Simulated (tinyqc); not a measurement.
## MOSFET in the linear regime without short-channel effects, parameter extraction from computed curves: extraction methods against the first mobility attenuation factor

Inversion charge Q = Cox n Vt W0(exp((Vg - VT)/(n Vt))), W0 the Lambert function and n = nf; u = Q/Cox; mobility mu = mu0/(1 + th1 u + th2 u^2); channel resistance Rch = (L - dL)/(W mu Q); Id = Vd/(Rch + Rsd/W). Cox = eps0 eox/tox. Small Vd, no channel-length or drain effects.

From the continuous curve Id(Vg): tangent at peak gm (V_ext = Vg - Id/gm); constant current Id = 0.1 uA W/L; peak of d2Id/dVg2; Y = Id/sqrt(gm) drawn through Vg = VT + 0.6 and VT + 0.8 V, with intercept VT_Y and slope s. Mobilities gm,max L/(W Cox Vd) and s^2 L/(W Cox Vd) with the drawn L. Last column: share of Rsd/W in the total resistance at VT + 0.8 V.

Inputs (values chosen for the exercise); channel values of the order met in silicon transistors:
```
symbol  value        unit                                                                 meaning
T         300           K                                                             temperature
eox       3.9              relative permittivity of the gate insulator (close to silicon dioxide)
tox         1          nm                                                     insulator thickness
mu0        80  cm^2/(V s)                                                      low-field mobility
th2         0       1/V^2                                      second mobility attenuation factor
VT       0.69           V                                                       threshold voltage
nf       1.15                                                                         body factor
W           1          um                                                              gate width
L        0.42          um                                                       drawn gate length
dL      0.004          um                                             drawn less effective length
Rsd       360      ohm um                                            source plus drain resistance
Vd       0.01           V                                                           drain voltage
```

Constants: q = 1.602176634e-19 C, kB = 1.380649e-23 J/K, Vt = kB T/q, eps0 = 8.8541878128e-14 F/cm where lengths are in cm. Results are converted to the units shown.

Result of one run:

| th1 (1/V) | V_ext (V) | constant current (V) | second derivative (V) | VT_Y (V) | mobility from gm (cm^2/(V s)) | mobility from Y (cm^2/(V s)) | series share (%) |
|---|---|---|---|---|---|---|---|
| 1 | 0.680 | 0.734 | 0.678 | 0.734 | 49.3 | 73.4 | 9.00 |

What becomes of these results when the first mobility attenuation factor th1 is changed from 1 to 0.4 1/V, all else the same?

Result of the changed run:

| th1 (1/V) | V_ext (V) | constant current (V) | second derivative (V) | VT_Y (V) | mobility from gm (cm^2/(V s)) | mobility from Y (cm^2/(V s)) | series share (%) |
|---|---|---|---|---|---|---|---|
| 0.4 | 0.691 | 0.733 | 0.681 | 0.734 | 56.1 | 73.4 | 11.6 |

The whole series:

| th1 (1/V) | V_ext (V) | constant current (V) | second derivative (V) | VT_Y (V) | mobility from gm (cm^2/(V s)) | mobility from Y (cm^2/(V s)) | series share (%) |
|---|---|---|---|---|---|---|---|
| 0 | 0.707 | 0.732 | 0.683 | 0.734 | 64.3 | 73.4 | 14.4 |
| 0.2 | 0.697 | 0.732 | 0.682 | 0.734 | 59.5 | 73.4 | 12.9 |
| 0.4 | 0.691 | 0.733 | 0.681 | 0.734 | 56.1 | 73.4 | 11.6 |
| 0.6 | 0.687 | 0.733 | 0.680 | 0.734 | 53.5 | 73.4 | 10.6 |
| 0.8 | 0.683 | 0.734 | 0.679 | 0.734 | 51.2 | 73.4 | 9.73 |
| 1 | 0.680 | 0.734 | 0.678 | 0.734 | 49.3 | 73.4 | 9.00 |
| 1.2 | 0.678 | 0.735 | 0.677 | 0.734 | 47.6 | 73.4 | 8.37 |

The model has VT = 0.69 V and mu0 = 80 cm^2/(V s). Over the table the extracted thresholds move by 29 mV (tangent), 3.0 mV (constant current), 6.0 mV (second derivative), under 0.5 mV (Y function). The mobility from gm falls from 64.3 to 47.6 and that from Y stays near 73.4 cm^2/(V s).

Numbers from tinyqc (`OMP_NUM_THREADS=1 python tinyqc.py 2210019 2210020 out.jsonl`; about 0.01 s on one thread of a shared Intel Xeon 2.30GHz).
